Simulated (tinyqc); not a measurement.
# Millisecond and nanosecond annealing: surface heating, thermal budget and solid-phase regrowth, step by step

A worked calculation. Computed by tinyqc, a small Python program that keeps every step. Command: `OMP_NUM_THREADS=1 python tinyqc.py 3031186 3031187 out.jsonl flash walk`. One thread of a shared host (Intel(R) Xeon(R) Processor @ 2.30GHz), about 0.02 s of CPU time with the checks. Intermediate numbers are printed to about 5 digits and carried at full precision; extremes and crossings named in words are read from the listed rows.

A square pulse heats the surface of a thick wafer with constant thermal properties; losses by radiation are neglected and silicon melts at 1414 C.

Inputs (values chosen for the exercise, modelled on hot silicon with arsenic):
```
quantity,value,unit
incident fluence,7.86,J/cm^2
pulse length t_p,0.00012,s
reflectance R,0.45,-
thermal conductivity k,0.23,W/(cm K)
heat capacity per volume c,2.19,J/(cm^3 K)
preheat temperature T0,600,C
wafer thickness d,775,um
dopant prefactor D0,7.39,cm^2/s
dopant activation energy E,3.99,eV
regrowth prefactor v0,3.6e+08,cm/s
regrowth energy E_v,2.67,eV
amorphous layer,54,nm
```

Source: scanned laser.

Constants: k_B = 8.617333262e-05 eV/K.

## Peak temperature

Absorbed flux q = (1 - R) fluence/t_p; kappa = k/c. With f(z, t) = (2 q/k) sqrt(kappa t) ierfc(z/(2 sqrt(kappa t))), ierfc(x) = exp(-x^2)/sqrt(pi) - x erfc(x): T = T0 + f(z, t) during the pulse and T0 + f(z, t) - f(z, t - t_p) after it. At the surface the rise at the end of the pulse is 2 q sqrt(t_p/(pi k c)); the fluence that just melts the surface scales with (1414 - T0).

absorbed flux q = 36025 W/cm^2

kappa = 0.10502 cm^2/s

thermal length sqrt(kappa t_p) = 35.500 um

peak temperature = 1227.4 C

fluence at the melting threshold = 10.197 J/cm^2

The heated layer is 4.6 % of the wafer thickness, so the cold bulk quenches the surface.

## Temperature in depth and time

The formulas are those given above.

Temperature (C):
```
t/t_p,surface,z = 0.5 thermal lengths,z = 1,z = 2
0.10,798.4,632.93,602.19,600.00
0.25,913.7,711.01,627.94,600.54
0.50,1043.7,819.97,692.65,609.44
0.75,1143.4,910.01,759.02,629.27
1.00,1227.4,988.22,822.02,655.89
1.10,1059.6,984.14,843.96,667.69
1.50,924.8,902.25,844.37,709.05
2.00,859.9,848.66,817.92,729.42
4.00,768.1,765.11,756.42,726.00
10.00,701.8,701.15,699.17,691.63
```

One tenth of a pulse length after the end the surface has lost 168 C: cooling starts as sqrt(t - t_p), much faster than heating ends.

## Thermal budget

Temperatures in kelvin are T(C) + 273.15. Integrate exp(-E/(k_B T(t))) at the surface from 0 to 10 t_p (Gauss-Legendre, 60 points in sqrt(t) up to t_p and 60 in sqrt(t - t_p) after it). (Dt) = D0 x integral with E; regrowth = v0 x integral with E_v; effective time = integral/exp(-E/(k_B T_peak)).

budget (Dt) = 5.2459e-18 cm^2

diffusion length 2 sqrt(Dt) = 0.045808 nm

effective time over t_p = 0.14881

possible regrowth = 103.85 nm

Only 14.9 % of the pulse counts at the peak; the estimate 2 k_B T_peak^2/(E (T_peak - T0)) gives 15.5 %. The amorphous layer of 54 nm regrows fully. Caution: equilibrium diffusivities are used; implant damage enhances diffusion, and k and c vary with temperature. Caution: the peak lies above 1150 C, and amorphous silicon melts some 200 to 250 K below the crystal, so a layer that has not regrown before the peak may melt instead. Caution: a diffusion length below the atomic spacing of 0.235 nm means about one jump per atom or fewer, so the profile does not change measurably.

## Same peak temperature, different pulse lengths

For each t_p the flux is set so that the peak temperature stays the same: q sqrt(t_p) is fixed.

Pulses:
```
t_p (s),fluence (J/cm^2),q (W/cm^2),thermal length (um),2 sqrt(Dt) (nm),regrowth (nm)
1.00e-07,2.2690e-01,1.2479e+06,1.0248e+00,1.3224e-03,8.6539e-02
1.00e-06,7.1752e-01,3.9463e+05,3.2407e+00,4.1817e-03,8.6539e-01
1.00e-05,2.2690e+00,1.2479e+05,1.0248e+01,1.3224e-02,8.6539e+00
1.00e-04,7.1752e+00,3.9463e+04,3.2407e+01,4.1817e-02,8.6539e+01
3.00e-04,1.2428e+01,2.2784e+04,5.6131e+01,7.2429e-02,2.5962e+02
1.00e-03,2.2690e+01,1.2479e+04,1.0248e+02,1.3224e-01,8.6539e+02
3.00e-03,3.9300e+01,7.2050e+03,1.7750e+02,2.2904e-01,2.5962e+03
1.00e-02,7.1752e+01,3.9463e+03,3.2407e+02,4.1817e-01,8.6539e+03
```

Fluence and diffusion length grow as sqrt(t_p), regrowth as t_p. The layer of 54 nm regrows from t_p = 0.0001 s on among these rows, at a diffusion length of 0.042 nm. Caution: amorphous silicon melts some 200 to 250 K below the crystal, which matters for the short pulses that reach the peak before regrowth. Caution: the shortest pulses need a source absorbed within their thermal length, and the longest also heat the back of the wafer, which the thick-wafer formula leaves out.

Checks made by the program: heat stored at the end of the pulse against the absorbed fluence (relative difference below 1e-10).
